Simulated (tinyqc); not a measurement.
Comparisons within one model: recursion (Haydock) method for the local density of states: surface site of a square lattice. A value that a table varies takes the place of the one given here.

One orbital a site at energy 0, hopping -t to the 4 nearest neighbours of a square lattice; the start u0 is a site in the outermost layer of a half crystal, with energy V. Recursion: a_n = <u_n|H|u_n>, b_(n+1) u_(n+1) = (H - a_n) u_n - b_n u_(n-1), b > 0. G(z) = 1/(z - a0 - b1^2/(z - a1 - b2^2/(...))), z = E + i eta. After n levels the tail is b_n^2 T with the square-root terminator T = (z - sqrt(z - 2b) sqrt(z + 2b))/(2 b^2), b = 2t so that the band edges lie at -/+ 4t.

Reference: the closed form for a chain (bulk 1/sqrt(z^2 - 4t^2), end site (z - sqrt(z^2 - 4t^2))/(2t^2)), averaged over 400 points (j + 1/2) pi/400 in each remaining direction with z shifted by 2t cos k, then G/(1 - V G).

Parameters, chosen for this exercise:
```
symbol  value  unit  meaning
t       1.28   eV    hopping
V       0      eV    shift of the starting site
eta     0.064  eV    broadening
n       6            levels kept
E       0.79   eV    energy
```

## How many levels, and whether to terminate

Energies as fractions of the half width 4t.

Density (1/eV):
```
fraction  E (eV)  2 levels  4 levels  7 levels  7, no terminator  reference
-1.10     -5.632    0.0015    0.0015    0.0015            0.0015     0.0015
-0.90     -4.608    0.0253    0.0241    0.0256            0.1057     0.0252
-0.60     -3.072    0.0872    0.0865    0.0873            0.0191     0.0873
-0.35     -1.792    0.1319    0.1286    0.1282            0.8211     0.1276
-0.15     -0.768    0.1470    0.1494    0.1485            0.0153     0.1490
0.00       0.000    0.1496    0.1531    0.1558            1.4621     0.1553
0.15       0.768    0.1470    0.1494    0.1485            0.0153     0.1490
0.35       1.792    0.1319    0.1286    0.1282            0.8211     0.1276
0.60       3.072    0.0872    0.0865    0.0873            0.0191     0.0873
0.90       4.608    0.0253    0.0241    0.0256            0.1057     0.0252
1.10       5.632    0.0015    0.0015    0.0015            0.0015     0.0015
```

What can be read from the table?

Largest errors against the reference: 0.0057 (2 levels), 0.0022 (4), 0.0006 (7) and 1.307 without terminator, which leaves seven broadened spikes in place of a band. With seven levels the error is largest at E = -1.79 and 1.79 eV.

## What each setting does

G at z = E + i eta with n levels and terminator. Each row changes one parameter from the base and keeps the others.

Results:
```
case            Re G (1/eV)  density (1/eV)
base                 0.1063          0.1494
t = 1.408 eV         0.0880          0.1369
V = 0.5 eV          -0.0100          0.1570
n = 7                0.1091          0.1481
E = 1.05 eV          0.1403          0.1452
eta = 0.128 eV       0.1036          0.1467
```

What does this show?

The largest shifts from the base row, up to three for each result and ties (the steps differ in size, so this ranks the rows, not the parameters). Re G (1/eV): V -0.1163, E +0.0340, t -0.0182. density (1/eV): t -0.0125, V +0.0076, E -0.0042.

Run: tinyqc, `OMP_NUM_THREADS=1 python tinyqc.py 1451789 1451790 out.jsonl`; Intel(R) Xeon(R) Processor @ 2.30GHz, one thread, shared host; about 0.01 s of CPU time with all checks.
